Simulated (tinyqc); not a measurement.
From results back to parameters: donor level screened by free carriers (Yukawa potential). Three cases, with inputs chosen for the exercise.

Problem. With Debye screening alone, ks^2 = 4 pi q n/(eps kB T), 1e18/cm^3 = 1e-6/angstrom^3. The converged binding was computed from a hidden density.

Potential -(q/(eps r)) exp(-ks r), q = e^2/(4 pi eps0). In units Ry* = Ry m/eps^2 and a* = a0 eps/m the problem is [-Laplacian - 2 exp(-x r)/r] psi = E psi with x = ks a*.

Converged values use 18 functions exp(-z r), z = 1.55^i, i = -11 to 6: S = 2/A^3, H = z_i z_j S - 2/(A + x)^2, A = z_i + z_j.

Constants: e^2/(4 pi eps0) = 14.39964547 eV angstrom; kB = 8.617333262e-05 eV/K.

Find: x; n.

Method. The binding in Ry* falls steadily with x, so bisection gives x; then n = (x/a*)^2 eps kB T/(4 pi q).

Case 1.

Values chosen (out of a larger set: near those of a donor in Ge, with one mean mass; not measured data): eps = 16 (dielectric constant); T = 300 K (temperature).

Ry* = 9.407 meV
a* = 47.84 angstrom
binding = 3.1596 meV

Solution.

x = 0.458
n = 0.21 x 1e18/cm^3

Case 2.

Values chosen (out of a larger set: near those of a donor in 4H SiC, with one mean mass; not measured data): eps = 9.9 (dielectric constant); T = 77 K (temperature).

Ry* = 56.500 meV
a* = 12.87 angstrom
binding = 15.9929 meV

Solution.

x = 0.515
n = 0.58 x 1e18/cm^3

Case 3.

Values chosen (out of a larger set: near those of a donor in InP, with one mean mass; not measured data): eps = 12.3 (dielectric constant); T = 300 K (temperature).

Ry* = 7.464 meV
a* = 78.42 angstrom
binding = 2.8144 meV

Solution.

x = 0.418
n = 0.050 x 1e18/cm^3

Computed by tinyqc, one run a case: `OMP_NUM_THREADS=1 python tinyqc.py N N+1 out.jsonl` with N = 1250641, 1250690, 1250723; one thread of a shared Intel(R) Xeon(R) Processor @ 2.30GHz, about 0.01 s a run at most.
